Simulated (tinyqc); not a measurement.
Worked calculation: coherent transport through a tight-binding region between two chains. One step of it, computed by the program tinyqc.

Problem. Transmission at E = -0.55 eV. Surface Green function g = (E - i sqrt(4 t^2 - E^2)) / (2 t^2); self-energy tc^2 g on each contact site; G = (E - H - Sigma)^(-1); Gamma = -2 Im Sigma; T = Gamma_L Gamma_R |G_LR|^2; local density of states -Im G_ii / pi.

H of the central region (eV):
```
           1          2
1   0.300000  -1.150000
2  -1.150000  -0.060000
```

Leads: semi-infinite chains with site energy 0:
```
parameter                           value
lead hopping t (eV)              1.710000
coupling to the left lead (eV)   0.460000
coupling to the right lead (eV)  1.100000
left contact site                       1
right contact site                      2
```

E = -0.550000 eV

Give: g; G; local density of states; transmission.

Solution.

g = -0.0940-0.5772i 1/eV

G (1/eV):
```
                 1               2
1  -0.0156-0.6286i  0.7915-0.4521i
2   0.7915-0.4521i  0.5233-0.4104i
```

local density of states (1/eV): 0.2001  0.1306

transmission = 0.2835
